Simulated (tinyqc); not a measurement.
Comparisons within one model: metal-induced gap states at the contact of a metal chain and a two-band chain. A value that a table varies takes the place of the one given here.

The semiconductor alternates sites A at -Eg/2 and C at +Eg/2 with hopping -t; the gap runs from -Eg/2 to Eg/2. In the gap cosh(q a) = 1 + (Eg^2/4 - E^2)/(2 t^2) and the amplitude changes by -exp(-q a) a period. The metal has site energy 0 and hopping -tm; its end site has g_m = (E - i sqrt(4 tm^2 - E^2))/(2 tm^2). Sites 1, 2, ... count into the semiconductor, with energies e1, e2 alternating. The clean half chain has g1 = 1/(E - e1 - t^2 g2), g2 = 1/(E - e2 - t^2 g1), decaying root. With the contact G11 = 1/(1/g1 - tc^2 g_m), and the density on site j is -Im G_jj/pi = |psi_j/psi_1|^2 (-Im G11/pi), per spin, with psi_2/psi_1 = -t g2, psi_3/psi_2 = -t g1.

Constants: e^2/(4 pi eps0) = 14.39964547 eV angstrom.

Inputs chosen for the exercise (gap and optical dielectric constant near those of Si; the chain itself is a model; not measured data):
```
symbol  value  unit      meaning
Eg      1.09   eV        gap
t       2.65   eV        hopping in the semiconductor
tm      3.15   eV        hopping in the metal
tc      2.08   eV        hopping across the contact
end     C                site that touches the metal
a       3.84   angstrom  period (two sites); one chain for each area a^2
eps     11.5             dielectric constant
E       0.23   eV        energy from mid-gap
```

## Across the gap

E = f Eg. Share on C: the part of the summed density that lies on C sites, whose orbitals make the conduction edge.

Gap states:
```
f      E (eV)  xi = 1/(2q) (angstrom)  D1 (1/eV)  D2 (1/eV)  sum (1/eV)  share on C
-0.48  -0.523                   33.35     0.0012     0.0557      0.5229       0.021
-0.40  -0.436                   15.57     0.0061     0.0483      0.2490       0.112
-0.30  -0.327                   11.68     0.0128     0.0434      0.2004       0.228
-0.15  -0.164                    9.80     0.0250     0.0382      0.1951       0.396
0.00    0.000                    9.35     0.0416     0.0339      0.2241       0.551
0.15    0.164                    9.80     0.0658     0.0291      0.2930       0.693
0.30    0.327                   11.68     0.1049     0.0223      0.4540       0.825
0.40    0.436                   15.57     0.1480     0.0145      0.7434       0.911
0.48    0.523                   33.35     0.2048     0.0039      1.9193       0.981
```

The decay length xi of the density is shortest at mid-gap, 9.35 angstrom, and grows to 33.3 near the edges. The summed density is least at f = -0.15 (0.1951) and largest at f = 0.48 (1.9193 1/eV). The share on C goes from 0.02 to 0.98 and passes one half near f = -0.049, a point that depends on which site ends the chain. The states turn from valence-like to conduction-like across the gap; the branch point, where the decay is fastest, lies at mid-gap in this symmetric chain and is the usual estimate of the neutrality level.

## Wider gaps pin less

E = 0; Eg is varied and eps follows 1 + (eps0 - 1)(Eg0/Eg), with the given Eg and eps as Eg0 and eps0. xi = 1/(2q), N = 2 (summed density)/a^2, S = 1/(1 + 4 pi e^2 N xi/eps).

Against the gap:
```
Eg (eV)    eps  xi (angstrom)  summed density (1/eV)      S  S at fixed eps
0.50     23.89          20.36                 0.5059  0.086           0.044
0.75     16.26          13.58                 0.3324  0.128           0.094
1.10     11.40           9.27                 0.2220  0.184           0.186
1.50      8.63           6.81                 0.1588  0.245           0.302
2.30      5.98           4.46                 0.0985  0.357           0.516
3.40      4.37           3.04                 0.0619  0.486           0.713
5.50      3.08           1.93                 0.0332  0.663           0.880
9.00      2.27           1.25                 0.0160  0.822           0.959
```

From Eg = 0.5 to 9 eV xi falls by a factor 16.3 and the summed density by 31.5, so at fixed eps S rises from 0.04 to 0.96. The weaker screening of wide-gap solids works against this: with it S goes from 0.09 to 0.82.

## Weakening the contact bond

At the given E, tc is varied, as by a thin spacer. xi = 1/(2q), N = 2 (summed density)/a^2, S = 1/(1 + 4 pi e^2 N xi/eps) with xi and eps kept.

Against tc:
```
tc (eV)  D1 (1/eV)  summed density (1/eV)       S
0.10       0.00029                0.00126  0.9729
0.25       0.00183                0.00789  0.8521
0.50       0.00731                0.03143  0.5911
0.80       0.01843                0.07927  0.3643
1.20       0.03920                0.16864  0.2122
1.80       0.07058                0.30362  0.1302
2.50       0.08257                0.35520  0.1134
3.50       0.06481                0.27878  0.1401
```

For a weak bond the density goes as tc^2 (ratio 6.25 between 0.25 and 0.1 eV, against 6.25). It is largest at tc = 2.5 eV among these rows and falls beyond, as the first site pairs off with the metal. S is 0.973 at 0.1 eV and has its least value, 0.113, in that row.

## What each parameter does

xi = 1/(2q), summed density, and S = 1/(1 + 4 pi e^2 N xi/eps), N = 2 (summed density)/a^2. Each row changes one parameter from the base and keeps the others.

Results:
```
case           xi (angstrom)  summed density (1/eV)       S
base                  10.313                0.34105  0.1176
Eg = 1.199 eV          9.207                0.29382  0.1476
t = 2.915 eV          11.341                0.33058  0.1111
tm = 3.465 eV         10.313                0.33173  0.1205
tc = 2.288 eV         10.313                0.35393  0.1138
eps = 12.65           10.313                0.34105  0.1278
end = A               10.313                0.19222  0.1912
```

The largest shifts from the base row, up to three for each result and ties (the steps differ in size, so this ranks the rows, not the parameters). xi (angstrom): Eg -1.106, t +1.028; unchanged at the printed digits by tm, tc, eps and end. summed density (1/eV): end -0.14883, Eg -0.04722, tc +0.01288; unchanged at the printed digits by eps. S: end +0.0736, Eg +0.0301, eps +0.0103. The decay length belongs to the semiconductor alone; the metal and the contact set only the amplitude.

tinyqc: `OMP_NUM_THREADS=1 python tinyqc.py 1481863 1481864 out.jsonl`; about 0.01 s, one thread, shared Intel(R) Xeon(R) Processor @ 2.30GHz.
